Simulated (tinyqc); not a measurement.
Two branches across an indirect gap: complex band structure along [001] in sp3s* tight binding.

For k = (0, 0, kz) the phase sums are g0 = cos(phi) and g3 = i sin(phi), phi = kz a/4, and the s, pz, s* orbitals of anion (a) and cation (c) decouple from px, py. With z = exp(i phi), H(z) = H0 + z T + T^T/z for any complex z. H0 is diagonal (Esa, Epa, Exa, Esc, Epc, Exc). The anion-cation block is B(z) = z U + W/z and the cation-anion block z W^T + U^T/z, where U has Vss/2 (s,s), Vsapc/2 (s,z), -Vscpa/2 (z,s), Vxx/2 (z,z), Vxapc/2 (s*,z), -Vpaxc/2 (z,s*), and W has the same values with the s-z and s*-z signs reversed. |z| = 1 is a band state, |z| < 1 decays along [001] as exp(-kappa d) over a distance d, kappa = -(4/a) ln|z|. No spin-orbit coupling.

Inputs chosen for the exercise (out of a larger set: near a published set for GaP, fitted to gaps, whose masses and valley positions are rough (light masses up to twice too heavy); not measured data): p = (-8.071, 1.132, -2.209, 4.085, 8.58, 7.173, -7.41, 2.17, 5.112, 4.239, 6.38, 4.607, 5.1) eV (order Esa, Epa, Esc, Epc, Exa, Exc, Vss, Vxx, Vxy, Vsapc, Vscpa, Vxapc, Vpaxc); a = 5.452 angstrom (lattice constant); Eg = 2.397 eV (top of the energy range, the indirect gap).

Ev = -0.01618 eV

The smallest kappa with Re kz = 0 and the smallest with Re kz > 0, at energies E from Ev; a dash: no such root.

Decay constants:
```
E/Eg  E (eV)  kappa at Gamma (1/angstrom)  kappa off Gamma (1/angstrom)  its Re kz (2 pi/a)
0.05  0.1198                       0.0667                        0.7299               0.837
0.20  0.4794                       0.1262                        0.6859               0.843
0.35  0.8389                       0.1567                        0.6359               0.850
0.50  1.1985                       0.1736                        0.5778               0.859
0.65  1.5580                       0.1798                        0.5080               0.872
0.80  1.9176                       0.1752                        0.4183               0.892
0.90  2.1573                       0.1645                        0.3366               0.919
0.97  2.3251                       0.1518                        0.2090               1.000
```

What can be read from this table?

The branch at Gamma decays more slowly on all rows listed; the other takes over only closer to its band edge, where its kappa goes to zero. The two differ in Re kz, so passing from one to the other needs kz from an abrupt interface, a steep field, a phonon or a defect. Valleys off the [001] axis, such as L, are not seen on these branches.

Program tinyqc; command `OMP_NUM_THREADS=1 python tinyqc.py 1480022 1480023 out.jsonl`; about 0.01 s on one thread of a shared Intel(R) Xeon(R) Processor @ 2.30GHz.
